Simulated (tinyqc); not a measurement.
Raising U: Hubbard chain of 3 sites, mean field against exact. Computed by the program tinyqc. 

one-body matrix (hopping and site energies) (eV):
```
         1        2        3
1   0.5200  -1.1300   0.0000
2  -1.1300  -0.2400  -1.1300
3   0.0000  -1.1300   0.2700
```

electrons, up and down: 2  1

Collinear unrestricted mean field (the lowest of 40 random starts) against exact diagonalisation.

Exact and mean-field results (eV):
```
U            U/t    E exact  E mean field  mean |n_up - n_down|  double occupancy, exact  first gap in the sector
0.5600    0.4956  -2.374878     -2.362957                0.3619                   0.1947                   1.3785
1.1300    1.0000  -2.059957     -2.012002                0.4061                   0.1736                   1.3678
2.2600    2.0000  -1.541663     -1.373706                0.5445                   0.1329                   1.2252
3.3900    3.0000  -1.151097     -0.879565                0.7194                   0.0989                   1.0496
4.5200    4.0000  -0.861416     -0.554695                0.8324                   0.0734                   0.8949
6.7800    6.0000  -0.481180     -0.197796                0.9248                   0.0424                   0.6704
9.0400    8.0000  -0.253032     -0.013000                0.9579                   0.0266                   0.5275
13.5600  12.0000  -0.001165      0.173849                0.9814                   0.0129                   0.3650
22.6000  20.0000   0.214066      0.324102                0.9933                   0.0049                   0.2234
```

In absolute terms mean field is worst at U/t = 4.0, 0.307 eV too high: at small U it is nearly exact, and at large U it misses only exchange-scale energies. Relative to the exact energy its error is 0.5 % at the smallest U, 15017 % at most and 51 % at the largest. The double occupancy falls from 0.195 to 0.005.
